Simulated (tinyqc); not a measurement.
## MOS structure on a p-type body, non-linear Poisson equation by Newton steps: effect of the electron quasi-Fermi potential against the body on threshold, swing and body effect

One dimension, insulator interface at x = 0, acceptor density Na, uniform, net doping C = -(acceptor density). psi is counted from the intrinsic level: n = ni exp((psi - Vb)/Vt), p = ni exp(-psi/Vt); deep in the body psi_b = -Vt ln(Na/ni). The gate acts through Cox = eps0 eox/tox and has the potential psi_G = Vg - (phiM - chi - Vt ln(Nc/ni)). Boltzmann statistics, full ionisation, classical densities, no oxide or interface charge.

ni = sqrt(Nc Nv) exp(-Eg/(2 Vt)), Eg in volts. The Poisson equation d/dx(eps0 eps_r dpsi/dx) = -q (p - n + C), with eps0 eps_r dpsi/dx = -Cox (psi_G - psi_0) at x = 0, is solved on a mesh of about 600 nodes or more. N_inv is the integral of n less its value deep in the body. VT is the Vg at which N_inv = 2e11 cm^-2. m = 1/(dpsi_0/dVg) at N_inv = 1e8 cm^-2; the swing is the Vg between N_inv = 1e8 and 1e9 cm^-2; body coefficient [VT(Vb + 0.05 V) - VT(Vb)]/0.05 V - 1.

Inputs (values chosen for the exercise); band and dielectric values those of a made-up semiconductor: temperature T = 300 K; band gap Eg = 1.17 eV; relative permittivity eps_r = 11.1; conduction-band density of states at T Nc = 2.67e19 cm^-3; valence-band density of states at T Nv = 2.69e19 cm^-3; electron affinity chi = 4.99 eV; acceptor density deep in the body Na = 4.2e17 cm^-3; relative permittivity of the gate insulator (close to hafnium oxide) eox = 22.1; insulator thickness tox = 17 nm; gate work function phiM = 5.21 eV.

Constants: q = 1.602176634e-19 C, kB = 1.380649e-23 J/K, Vt = kB T/q, eps0 = 8.8541878128e-14 F/cm where lengths are in cm. Results are converted to the units shown.

Effect of the electron quasi-Fermi potential against the body on threshold, swing and body effect:

| Vb (V) | VT (V) | psi_0 - psi_b at VT (V) | m - 1 | swing (mV/decade) | body coefficient |
|---|---|---|---|---|---|
| 0 | 0.503 | 1.01 | 0.180 | 71.3 | 0.173 |
| 0.3 | 0.852 | 1.31 | 0.152 | 69.4 | 0.150 |
| 0.6 | 1.19 | 1.61 | 0.135 | 68.2 | 0.134 |
| 0.9 | 1.53 | 1.91 | 0.122 | 67.3 | 0.122 |
| 1.2 | 1.87 | 2.22 | 0.112 | 66.7 | 0.113 |
| 1.5 | 2.20 | 2.52 | 0.105 | 66.2 | 0.105 |
| 1.8 | 2.53 | 2.82 | 0.0986 | 65.8 | 0.0991 |

As Vb goes from 0 to 1.8, VT rises from 0.503 to 2.53 V, the swing falls from 71.3 to 65.8 mV/decade and the body coefficient falls from 0.173 to 0.0991. The swing stays within 1.5 % of m Vt ln 10, and the body coefficient within 0.0067 of m - 1.

Program tinyqc, `OMP_NUM_THREADS=1 python tinyqc.py 2080121 2080122 out.jsonl`; Intel Xeon 2.30GHz, shared host, one thread, about 0.5 s.
